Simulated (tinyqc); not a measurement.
Metal gate on a two-layer dielectric stack with fixed charge and a dipole: one step of the calculation.

Gate, layer 2, layer 1, p-type semiconductor; x runs from the gate inwards. Charges are counted in units of +q. psi is the band bending at the surface, positive towards inversion. Classical charge, Boltzmann statistics, no interface traps.

Question. Equivalent thickness and work-function difference. EOT = 3.9 (t1/e1 + t2/e2), Cox = eps0/(t1/e1 + t2/e2); phi_ms = pM - (chi + Eg - Vt ln(Nv/Na)).

Values chosen for this exercise; band and dielectric values close to those of silicon, layer 1 close to silicon nitride, layer 2 close to zirconium oxide: temperature T = 250 K; band gap Eg = 1.1 eV; valence-band density of states at T Nv = 1.99e19 cm^-3; electron affinity chi = 4.03 eV; acceptor density Na = 2.2e17 cm^-3; work function of the gate metal pM = 4.06 eV; thickness of layer 1, next to the semiconductor t1 = 1.4 nm; relative permittivity of layer 1 e1 = 7.48; thickness of layer 2, next to the gate t2 = 1.8 nm; relative permittivity of layer 2 e2 = 25.4.

Constants: q = 1.602176634e-19 C, kB = 1.380649e-23 J/K, Vt = kB T/q, eps0 = 8.8541878128e-14 F/cm where lengths are in cm. Results are converted to the units shown.

Wanted: EOT; Cox; share of layer 1 in the EOT; phi_ms.

Answer.

EOT = 1.006 nm
Cox = 3.431 uF/cm^2
share of layer 1 in the EOT = 72.54 %
phi_ms = -0.9730 V

Computed by the program tinyqc: `OMP_NUM_THREADS=1 python tinyqc.py 2010140 2010141 out.jsonl`, one thread of a shared Intel Xeon 2.30GHz, about 0.01 s for the whole run.
